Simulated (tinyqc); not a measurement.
## Well width from the intersubband spacing

Inverse problem. In an empty well of width L and depth Vb, level k solves kw L/2 = (k - 1) pi/2 + arctan(sqrt((mw/mb)(Vb - E)/E)) with kw = sqrt(mw E/C), C = hbar^2/(2 m0). Find L, E1 and E2 from the spacing.

Parameters, values chosen for the exercise; material values close to those of strained Si in SiGe (two lower valleys): mass along z in the well mw = 0.925 m0; mass along z in the barriers mb = 0.908 m0; barrier height Vb = 0.203 eV.

Constants: q = 1.602176634e-19 C, hbar = 1.054571817e-34 J s, m0 = 9.1093837015e-31 kg, hbar^2/(2 m0) = 0.0380998212 eV nm^2. Results are converted to the units shown.

E2 - E1 = 26.401240 meV

Answer. Both levels are solved for trial widths until their difference matches. A second level is bound only for L above 1.42 nm, and over that range one width gives this spacing.

L = 5.87 nm
E1 = 8.88 meV
E2 = 35.3 meV

Numbers from tinyqc (`OMP_NUM_THREADS=1 python tinyqc.py 2140002 2140003 out.jsonl`; about 0.2 s on one thread of a shared Intel Xeon 2.30GHz).
